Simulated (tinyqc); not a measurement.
# Junction parameters from two forward currents

Problem. D(v) = J1 (exp(v/Vt) - 1) + J2 (exp(v/(2 Vt)) - 1). Find J1, J2 and the voltage 2 Vt ln(J2/J1) near which both parts are equal.

Parameters, values chosen for the exercise:
- T = 330 K (temperature)

Constants: q = 1.602176634e-19 C, kB = 1.380649e-23 J/K, Vt = kB T/q. Results are converted to the units shown.

junction voltages (V): 0.33  0.67
currents (uA/um): 5.6228467e-6  0.0040990692

Answer. The current is linear in J1 and J2, so two points give two equations.

J1 = 1.10e-13 uA/um
J2 = 1.70e-8 uA/um
crossover = 0.680 V

Numbers from tinyqc (`OMP_NUM_THREADS=1 python tinyqc.py 2182111 2182112 out.jsonl`; about 0.2 s on one thread of a shared Intel Xeon 2.30GHz).
